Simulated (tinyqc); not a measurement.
Schottky barriers and band offsets from neutrality levels: one step. Barrier of a metal contact. Four cases, with inputs chosen for the exercise.

Task: Compare with the Schottky-Mott value WM - chi (S = 1) and full pinning (S = 0).

Pinning factor S = 1/(1 + 0.1 (eps - 1)^2); depth of the neutrality level below vacuum PhiN = chi + Eg - EN. Barrier for electrons phi_n = S (WM - PhiN) + (PhiN - chi), for holes phi_p = Eg - phi_n; effective work function PhiN + S (WM - PhiN).

Give: S; PhiN; phi_n; phi_p; phi_n for S = 1 and S = 0.

Case 1.

Values chosen: Eg1 = 0.36 eV (gap of material 1, near InAs); chi1 = 5 eV (its electron affinity); eps1 = 12.02 (its optical dielectric constant); EN1 = 0.49 eV (its neutrality level above the valence top); WM = 4.61 eV (work function of a metal).

Result:

S = 0.0761
PhiN = 4.870 eV
phi_n = -0.150 eV
phi_p = 0.510 eV
phi_n for S = 1 and S = 0 (eV): -0.390  -0.130

The barrier lies 8 % of the way from the pinned to the Schottky-Mott value. A negative barrier means an accumulated, ohmic contact.

Case 2.

Values chosen: Eg1 = 0.67 eV (gap of material 1, near Ge); chi1 = 3.89 eV (its electron affinity); eps1 = 15.58 (its optical dielectric constant); EN1 = 0.08 eV (its neutrality level above the valence top); WM = 5.18 eV (work function of a metal).

Result:

S = 0.0449
PhiN = 4.480 eV
phi_n = 0.621 eV
phi_p = 0.049 eV
phi_n for S = 1 and S = 0 (eV): 1.290  0.590

The barrier lies 4 % of the way from the pinned to the Schottky-Mott value.

Case 3.

Values chosen: Eg1 = 0.67 eV (gap of material 1, near Ge); chi1 = 4.07 eV (its electron affinity); eps1 = 16.29 (its optical dielectric constant); EN1 = 0.08 eV (its neutrality level above the valence top); WM = 4.61 eV (work function of a metal).

Result:

S = 0.0410
PhiN = 4.660 eV
phi_n = 0.588 eV
phi_p = 0.082 eV
phi_n for S = 1 and S = 0 (eV): 0.540  0.590

The barrier lies 4 % of the way from the pinned to the Schottky-Mott value.

Case 4.

Values chosen: Eg1 = 0.36 eV (gap of material 1, near InAs); chi1 = 5.01 eV (its electron affinity); eps1 = 12.06 (its optical dielectric constant); EN1 = 0.54 eV (its neutrality level above the valence top); WM = 4.27 eV (work function of a metal).

Result:

S = 0.0756
PhiN = 4.830 eV
phi_n = -0.222 eV
phi_p = 0.582 eV
phi_n for S = 1 and S = 0 (eV): -0.740  -0.180

The barrier lies 8 % of the way from the pinned to the Schottky-Mott value. A negative barrier means an accumulated, ohmic contact.

Computed by tinyqc, one run a case: `OMP_NUM_THREADS=1 python tinyqc.py N N+1 out.jsonl` with N = 1880717, 1880720, 1880808, 1880868; one thread of a shared Intel(R) Xeon(R) Processor @ 2.30GHz, about 0.01 s a run at most.
